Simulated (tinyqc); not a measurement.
p-n diode with diffusion and depletion-layer recombination: two steps of the calculation.

Abrupt junction in the depletion approximation, low injection, full ionisation, neutral widths fixed, ohmic contact on the p side. Vj is the junction voltage; where a series resistance Rs is given, V = Vj + J Rs is the terminal voltage.

Parameters, values chosen for the exercise; band and dielectric values close to those of gallium arsenide: temperature T = 273 K; band gap Eg = 1.39 eV; relative permittivity eps_r = 13.1; conduction-band density of states at T Nc = 3.81e17 cm^-3; valence-band density of states at T Nv = 7.93e18 cm^-3; acceptor density Na = 2.1e17 cm^-3; donor density Nd = 6e16 cm^-3; electron lifetime tn = 4e-9 s; hole lifetime tp = 1e-8 s; series resistance Rs = 0.0031 ohm cm^2; trap level above the intrinsic level Et = 0 eV; junction voltage at which recombination is evaluated Vj = 0.91 V; terminal voltage V = 1.18 V.

Constants: q = 1.602176634e-19 C, kB = 1.380649e-23 J/K, Vt = kB T/q, eps0 = 8.8541878128e-14 F/cm where lengths are in cm. Results are converted to the units shown.

Task 1. Recombination in the depleted layer. ni = sqrt(Nc Nv) exp(-Eg/(2 Vt)), Eg in volts. Vbi = Vt ln(Na Nd/ni^2), W = sqrt(2 eps0 eps_r (Vbi - Vj)(1/Na + 1/Nd)/q), xp = W Nd/(Na + Nd), xn = W Na/(Na + Nd); u(x) = q Na (x + xp)^2/(2 eps0 eps_r) for x < 0 and Vbi - Vj - q Nd (xn - x)^2/(2 eps0 eps_r) for x > 0; p = Na exp(-u/Vt), n = Nd exp((u - Vbi + Vj)/Vt); U = ni^2 (exp(Vj/Vt) - 1)/(tp (n + ni exp(Et/Vt)) + tn (p + ni exp(-Et/Vt))); J_scr = q times the integral of U from -xp to xn. Trapezoid rule on 12 equal steps.

Give: W; x; u; n; p; U; J_scr.

Result 1.

W = 104.37 nm

```
point   x (nm)    u (V)  n (cm^-3)  p (cm^-3)  U (cm^-3 s^-1)
0      -23.193  0.00000  1.9808e10  2.1000e17       4.9519e18
1      -14.496  0.01097  3.1577e10  1.3173e17       7.8943e18
2       -5.798  0.04389  1.2794e11  3.2513e16       3.1984e19
3        2.899  0.09718  1.2324e12  3.3751e15       3.0783e20
4       11.597  0.15047  1.1872e13  3.5036e14       2.7363e21
5       20.294  0.19749  8.7614e13  4.7476e13       3.9019e21
6       28.992  0.23824  4.9530e14  8.3981e12       8.3415e20
7       37.689  0.27272  2.1450e15  1.9392e12       1.9385e20
8       46.386  0.30093  7.1162e15  5.8452e11       5.8450e19
9       55.084  0.32287  1.8086e16  2.3000e11       2.2999e19
10      63.781  0.33855  3.5211e16  1.1813e11       1.1813e19
11      72.479  0.34795  5.2515e16  7.9208e10       7.9208e18
12      81.176  0.35109  6.0000e16  6.9326e10       6.9326e18
```

J_scr = 0.0011317 A/cm^2

Task 2. New Vj. Diffusion current alone: J = J0 (exp(Vj/Vt) - 1), g = Vj + J Rs - V, g' = 1 + Rs J0 exp(Vj/Vt)/Vt, Vj(new) = Vj - g/g'.

Vj at the start = 0.59 V
J0 = J0n + J0p = 2.7896810e-20 A/cm^2

Wanted: J; g; g'; Vj after iteration 1.

Result 2.

J = 2.175e-9 A/cm^2
g = -0.5900 V
g' = 1.000
Vj after iteration 1 = 1.180 V

Numbers from tinyqc (`OMP_NUM_THREADS=1 python tinyqc.py 2260123 2260124 out.jsonl`; about 0.01 s on one thread of a shared Intel Xeon 2.30GHz).
